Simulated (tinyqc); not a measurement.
Worked calculation: Hubbard ring of 3 sites. One step of it, computed by the program tinyqc.

Task: Mean-field iteration 3. H(up) = T + U n(down), H(down) = T + U n(up); fill the lowest levels; n(new) = n + mixing (n(out) - n); E = tr T (rho up + rho down) + U sum n_up n_down of the output.

one-body matrix (hopping and site energies) (eV), order 1, 2, 3:
```
[[0.000000, -1.230000, -1.230000],
 [-1.230000, 0.000000, -1.230000],
 [-1.230000, -1.230000, 0.000000]]
```

U = 1.400000 eV

electrons, up and down: [2, 1]

mixing = 0.500000

n(up) after iteration 2: [0.453158, 0.713906, 0.833185]

n(down) after iteration 2: [0.344733, 0.341764, 0.313253]

Give: levels, up; levels, down; energy; n(up) after iteration 3; n(down) after iteration 3.

Result:

levels, up (eV): [-1.9936, 1.6826, 1.7106]

levels, down (eV): [-1.5402, 2.0173, 2.3232]

energy = -2.7743 eV

n(up) after iteration 3: [0.4641, 0.6200, 0.9160]

n(down) after iteration 3: [0.3674, 0.3300, 0.3025]
